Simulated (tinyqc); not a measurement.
# Free and trapped electrons in a MOS channel with a dense trap tail: two studies

p-type body, charge-sheet picture, full ionisation (an idealisation for deep acceptors), Boltzmann statistics for free electrons. e = Ec - EF at the surface. Acceptor-like traps of density D(E) = D0 + De exp(-E/Ew) at depth E below Ec, from 0 to Eu, hold n_t = integral of D(E)/(1 + exp((e - E)/Vt)). psi = Eg - Vt ln(Nv/Na) - e; N_dep = sqrt(2 eps0 eps_r Na (psi - Vt)/q); n_f = sqrt(N_dep^2 + 2 eps0 eps_r Vt Nc exp(-e/Vt)/q) - N_dep; Vg = Vfb + psi + q (N_dep + n_t + n_f)/Cox, Cox = eps0 eox/tox.

Parameters, values chosen for the exercise; band and dielectric values close to those of 4H silicon carbide: temperature T = 300 K; band gap Eg = 3.3 eV; relative permittivity eps_r = 9.76; conduction-band density of states at T Nc = 1.69e19 cm^-3; valence-band density of states at T Nv = 2.47e19 cm^-3; relative permittivity of the insulator eox = 3.9; insulator thickness tox = 49 nm; acceptor density Na = 6.4e16 cm^-3; flat-band voltage without trapped charge Vfb = -2.01 V; constant background density of acceptor-like traps D0 = 8.2e10 cm^-2 eV^-1; density of the tail at the conduction edge De = 2.6e13 cm^-2 eV^-1; decay energy of the tail Ew = 0.08 eV; depth below Ec down to which the traps reach Eu = 0.79 eV; mobility of free electrons mf = 170 cm^2/(V s).

Constants: q = 1.602176634e-19 C, kB = 1.380649e-23 J/K, Vt = kB T/q, eps0 = 8.8541878128e-14 F/cm where lengths are in cm. Results are converted to the units shown.

Each table varies one quantity; the others keep the values above.

## Free and trapped charge against gate voltage

Free share n_f/(n_f + n_t); swing ln 10 n_f/(dn_f/dVg); field-effect mobility mf q (dn_f/dVg)/Cox, for a constant mf; oxide field q (N_dep + n_t + n_f)/(eps0 eox).

Results:
```
Vg (V)	e (eV)	n_f (cm^-2)	n_t (cm^-2)	free share (%)	swing (mV/decade)	field-effect mobility (cm^2/(V s))	oxide field (MV/cm)
4	0.3835	6.199e5	5.382e10	0.001152	140.1	0.003937	0.6627
5.2	0.1525	4.503e9	4.187e11	1.064	741.6	5.404	0.8605
6.3	0.09163	4.633e10	8.194e11	5.352	1562	26.40	1.073
7.5	0.05552	1.783e11	1.191e12	13.02	2682	59.16	1.310
8.7	0.03191	4.116e11	1.469e12	21.88	4059	90.25	1.550
11	0.002085	1.082e12	1.790e12	37.68	7360	130.9	2.013
12.1	-0.008285	1.472e12	1.877e12	43.95	9211	142.2	2.236
13.3	-0.01782	1.927e12	1.943e12	49.80	1.139e4	150.6	2.479
```

Estimate the missing row, Vg = 9.8 V.

Computed row:
```
Vg (V)	e (eV)	n_f (cm^-2)	n_t (cm^-2)	free share (%)	swing (mV/decade)	field-effect mobility (cm^2/(V s))	oxide field (MV/cm)
9.8	0.01589	7.022e11	1.652e12	29.83	5534	112.9	1.771
```

With this row back in the table: n_f reaches 1e11 cm^-2 at Vg = 6.90 V, against 4.59 V without traps. The free share rises from 0.00115 to 49.8 % and the field-effect mobility rises from 0.00394 to 151 cm^2/(V s), although mf = 170 is constant: in the last row 88.6 % of Cox dVg goes into free electrons. The swing in the first row is 140 mV a decade (Vt ln 10 = 59.5). For Vg = 8.7, 9.8, 11, 12.1, 13.3 EF lies less than 2 Vt below the band edge, or above it, where degeneracy and confinement, left out, matter.

## Effect of the acceptor density

Vfb is held fixed. VT is the Vg for n_f = 1e11 cm^-2; swing ln 10 n_f/(dn_f/dVg) at n_f = 1e8 cm^-2; the last three columns are for Vg = VT + 3.9 V, with free share n_f/(n_f + n_t) and field-effect mobility mf q (dn_f/dVg)/Cox; there EF is near the band edge, where Boltzmann statistics are rough.

Effect of the acceptor density:
```
Na (cm^-3)	e at VT (eV)	VT (V)	q n_t/Cox at VT (V)	swing (mV/decade)	n_f (cm^-2)	free share (%)	field-effect mobility (cm^2/(V s))
1e15	0.1201	2.900	1.363	168.0	9.408e11	39.62	107.2
2e15	0.1127	3.209	1.478	180.8	9.526e11	39.26	109.6
6e15	0.1003	3.893	1.696	205.5	9.709e11	38.49	114.3
1e16	0.09418	4.322	1.812	219.2	9.793e11	38.06	116.8
3e16	0.08071	5.605	2.094	255.2	9.992e11	37.07	123.3
8e16	0.06836	7.376	2.382	297.4	1.023e12	36.33	130.0
2e17	0.05666	9.887	2.677	349.1	1.056e12	35.95	136.9
5e17	0.04485	13.70	2.991	417.7	1.101e12	35.99	143.8
```

As Na goes from 1e15 to 5e17, VT rises from 2.90 to 13.7 V, its part due to traps rises from 1.36 to 2.99 V, the swing rises from 168 to 418 mV/decade and the field-effect mobility rises from 107 to 144 cm^2/(V s). Most of the rise of VT is depletion charge; the trap part grows since the same n_f needs EF nearer the band edge at heavier doping. For Na = 5e17 e is under 2 Vt already at VT, so VT too is rough.

Numbers from tinyqc (`OMP_NUM_THREADS=1 python tinyqc.py 2222151 2222152 out.jsonl`; about 0.02 s on one thread of a shared Intel Xeon 2.30GHz).
